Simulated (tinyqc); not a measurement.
Worked calculation: plane-wave Kohn-Sham cycle with exchange-only LDA in a layered model solid. Computed by tinyqc, a small Python program that keeps every step. Settings: points = 16, plane-wave index or count = 3, electrons = 4, k points = 1, area = 12.0, mixing = 0.8, iteration cap = 61, Pulay depth = 3. Command: `OMP_NUM_THREADS=1 python tinyqc.py 29491 29492 out.jsonl` (the two numbers bound the seeds that draw the settings). One thread of a shared host (Intel(R) Xeon(R) Processor @ 2.60GHz), about 0.02 s of CPU time with the checks. Later iterations appear only in the table of the cycle.

## Iteration 1: potential

A solid whose potential varies along x alone (atomic units):
```
parameter                      value
period a                    8.100000
cross-section of the cell  12.000000
electrons per cell                 4
grid points                       16
plane waves -n..n, n               3
k points                           1
V1 in V1 cos(2 pi x/a)     -0.310000
```

density at the start, on the grid x_j = j a/N (e/bohr^3): 0.04115226  0.04115226  0.04115226  0.04115226  0.04115226  0.04115226  0.04115226  0.04115226  0.04115226  0.04115226  0.04115226  0.04115226  0.04115226  0.04115226  0.04115226  0.04115226

V_H(G) = 4 pi rho(G)/G^2 for G != 0 (uniform background); v_x = -(3 rho/pi)^(1/3); V = V_ext + V_H + v_x; Fourier components f(G_m) = (1/N) sum_j f(x_j) exp(-i G_m x_j).

Potentials on the grid (hartree):
```
x             V_ext       V_H        v_x          V
0.000000  -0.310000  0.000000  -0.339981  -0.649981
0.506250  -0.286403  0.000000  -0.339981  -0.626384
1.012500  -0.219203  0.000000  -0.339981  -0.559184
1.518750  -0.118632  0.000000  -0.339981  -0.458613
2.025000          0  0.000000  -0.339981  -0.339981
2.531250   0.118632  0.000000  -0.339981  -0.221349
3.037500   0.219203  0.000000  -0.339981  -0.120778
3.543750   0.286403  0.000000  -0.339981  -0.053579
4.050000   0.310000  0.000000  -0.339981  -0.029981
4.556250   0.286403  0.000000  -0.339981  -0.053579
5.062500   0.219203  0.000000  -0.339981  -0.120778
5.568750   0.118632  0.000000  -0.339981  -0.221349
6.075000          0  0.000000  -0.339981  -0.339981
6.581250  -0.118632  0.000000  -0.339981  -0.458613
7.087500  -0.219203  0.000000  -0.339981  -0.559184
7.593750  -0.286403  0.000000  -0.339981  -0.626384
```

V(G_m), m = 0, 1, 2, ... (hartree): -0.339981  -0.155000  0.000000  0.000000  0.000000  0.000000  0.000000

## Iteration 1: Hamiltonian at one k

k = 0.000000 2 pi / a

H(m,m') = (k + G_m)^2/2 delta + V(G_m - G_m'), with V(-G) = V(G).

H (hartree), lower triangle:
```
           -3         -2         -1         +0         +1         +2        +3
-3   2.367729
-2  -0.155000   0.863446
-1   0.000000  -0.155000  -0.039125
+0   0.000000   0.000000  -0.155000  -0.339981
+1   0.000000   0.000000   0.000000  -0.155000  -0.039125
+2   0.000000   0.000000   0.000000   0.000000  -0.155000   0.863446
+3   0.000000   0.000000   0.000000   0.000000   0.000000  -0.155000  2.367729
```

## Iteration 1: levels at that k

Diagonalise the Hermitian matrix.

eigenvalues (hartree): -0.459484  -0.065272  0.053087  0.873685  0.874829  2.383637  2.383638

## Iteration 1: new density

Motion across x is left out: the lowest 2 band(s) hold two electrons at each of the k points (j + 1/2)/nk - 1/2. Residual R = rho(out) - rho(in); rho(new) = rho(in) + 0.8 R. rho(out) = 2/(a A nk) sum |psi|^2 with psi = sum c exp(i G x). Harris energy E = band energy - dV sum rho (V_H/2 + v_x) + (3/4) dV sum rho v_x with rho(in), dV = a A/N, band energy = (2/nk) sum of the filled levels.

rho(out) (e/bohr^3): 0.05510665  0.06049563  0.06880096  0.06696624  0.05222079  0.03222035  0.01524981  0.00492683  0.00156832  0.00492683  0.01524981  0.03222035  0.05222079  0.06696624  0.06880096  0.06049563

density after iteration 1 (e/bohr^3): 0.05231578  0.05662696  0.06327122  0.06180344  0.05000709  0.03400674  0.02043030  0.01217192  0.00948511  0.01217192  0.02043030  0.03400674  0.05000709  0.06180344  0.06327122  0.05662696

energy per cell = -0.70953059 hartree

## Iteration 2: potential

As before.

Potentials on the grid (hartree):
```
x             V_ext        V_H        v_x          V
0.000000  -0.310000   0.478942  -0.368300  -0.199357
0.506250  -0.286403   0.459705  -0.378151  -0.204848
1.012500  -0.219203   0.389941  -0.392397  -0.221659
1.518750  -0.118632   0.251255  -0.389339  -0.256716
2.025000          0   0.048959  -0.362800  -0.313841
2.531250   0.118632  -0.180730  -0.319040  -0.381139
3.037500   0.219203  -0.388117  -0.269204  -0.438119
3.543750   0.286403  -0.530230  -0.226522  -0.470350
4.050000   0.310000  -0.580507  -0.208451  -0.478959
4.556250   0.286403  -0.530230  -0.226522  -0.470350
5.062500   0.219203  -0.388117  -0.269204  -0.438119
5.568750   0.118632  -0.180730  -0.319040  -0.381139
6.075000          0   0.048959  -0.362800  -0.313841
6.581250  -0.118632   0.251255  -0.389339  -0.256716
7.087500  -0.219203   0.389941  -0.392397  -0.221659
7.593750  -0.286403   0.459705  -0.378151  -0.204848
```

V(G_m), m = 0, 1, 2, ... (hartree): -0.328229  0.073221  -0.006465  -0.003326  0.000847  0.000011  0.000136

## Iteration 2: Hamiltonian at one k

k = 0.000000 2 pi / a

As before.

H (hartree), lower triangle:
```
           -3         -2         -1         +0         +1        +2        +3
-3   2.379482
-2   0.073221   0.875198
-1  -0.006465   0.073221  -0.027372
+0  -0.003326  -0.006465   0.073221  -0.328229
+1   0.000847  -0.003326  -0.006465   0.073221  -0.027372
+2   0.000011   0.000847  -0.003326  -0.006465   0.073221  0.875198
+3   0.000136   0.000011   0.000847  -0.003326  -0.006465  0.073221  2.379482
```

## Iteration 2: levels at that k

As before.

eigenvalues (hartree): -0.361728  -0.027480  -0.005739  0.877366  0.877875  2.382904  2.383188

## Iteration 2: new density

B (overlaps of the stored error matrices):
```
                1               2
1   9.7425901e-03  -1.1678666e-02
2  -1.1678666e-02   1.8271148e-02
```

Motion across x is left out: the lowest 2 band(s) hold two electrons at each of the k points (j + 1/2)/nk - 1/2. Residual R = rho(out) - rho(in); rho(new) = rho(in) + 0.8 R; Pulay mixing then takes sum c_i of the stored mixed densities, with c from B_ij = sum R_i R_j as in DIIS. rho(out) = 2/(a A nk) sum |psi|^2 with psi = sum c exp(i G x). Harris energy E = band energy - dV sum rho (V_H/2 + v_x) + (3/4) dV sum rho v_x with rho(in), dV = a A/N, band energy = (2/nk) sum of the filled levels.

rho(out) (e/bohr^3): 0.00632055  0.01122829  0.02457541  0.04224678  0.05771444  0.06400348  0.05847173  0.04713051  0.04137442  0.04713051  0.05847173  0.06400348  0.05771444  0.04224678  0.02457541  0.01122829

DIIS coefficients: 0.583009  0.416991

density after iteration 2 (e/bohr^3): 0.03697211  0.04148230  0.05036259  0.05527949  0.05257820  0.04401342  0.03312064  0.02383384  0.02012314  0.02383384  0.03312064  0.04401342  0.05257820  0.05527949  0.05036259  0.04148230

energy per cell = -0.77135983 hartree

## Convergence

Stop when sqrt(dV sum R^2) is below 1e-8, dV = a A/N.

Course of the cycle:
```
iteration  E (hartree)  norm of the residual
1          -0.70953059              2.43e-01
2          -0.77135983              3.33e-01
3          -0.50888753              2.41e-01
4          -0.51421564              1.03e-01
5          -0.50354677              7.91e-02
6          -0.50926803              2.24e-01
7          -0.50692958              2.18e-01
8          -0.50400556              8.52e-02
9          -0.50360617              2.12e-01
10         -0.50709329              2.18e-01
11         -0.50618569              9.06e-02
...                ...                   ...
51         -0.50722869              1.47e-01
52         -0.58313321              2.40e-01
53         -0.52297425              2.22e-01
54         -0.51520985              1.71e-01
55         -0.62989592              2.98e-01
56         -0.52069804              2.01e-01
57         -0.51372467              1.38e-01
58         -0.54058071              2.19e-01
59         -0.50550692              1.33e-01
60         -0.53358962              2.39e-01
61         -0.55179274              1.86e-01
```

Not converged within 61 iterations: the residual wanders without falling. Reruns (cap 100 unless said): mixing 0.1: not converged; mixing 0.5, Kerker q0 1.0: not converged; mixing 0.3, Pulay depth 5: not converged; the original settings with a cap of 400: not converged.
